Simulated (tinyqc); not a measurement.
## Insulator thickness and V0 from two charges

Question. In an undoped wire Vg - V0 = Q/Cox + Vt ln(Q/Q0) + Vt ln(1 + Q/Q0) at the source, with Q0 = 4 eps0 eps_r Vt/R and Cox = eps0 eox/(R ln(1 + tox/R)). Find Cox, tox and V0.

Parameters, values chosen for the exercise; material values close to those of silicon:
```
symbol  value  unit                                      meaning
T         273     K                                  temperature
eps_r    11.9         relative permittivity of the semiconductor
eox      21.2        relative permittivity of the gate insulator
R          20    nm                                  wire radius
```

Constants: q = 1.602176634e-19 C, kB = 1.380649e-23 J/K, Vt = kB T/q, eps0 = 8.8541878128e-14 F/cm where lengths are in cm. Results are converted to the units shown.

Qs at Vg = 0.58 and 0.98 V (nC/cm^2): 401.56347  1108.3429

Solution. The two equations are linear in 1/Cox and V0; tox follows by inverting the logarithm.

Cox = 2.00 uF/cm^2
tox = 12.0 nm
V0 = 0.278 V

Numbers from tinyqc (`OMP_NUM_THREADS=1 python tinyqc.py 2460066 2460067 out.jsonl`; about 0.02 s on one thread of a shared Intel Xeon 2.30GHz).
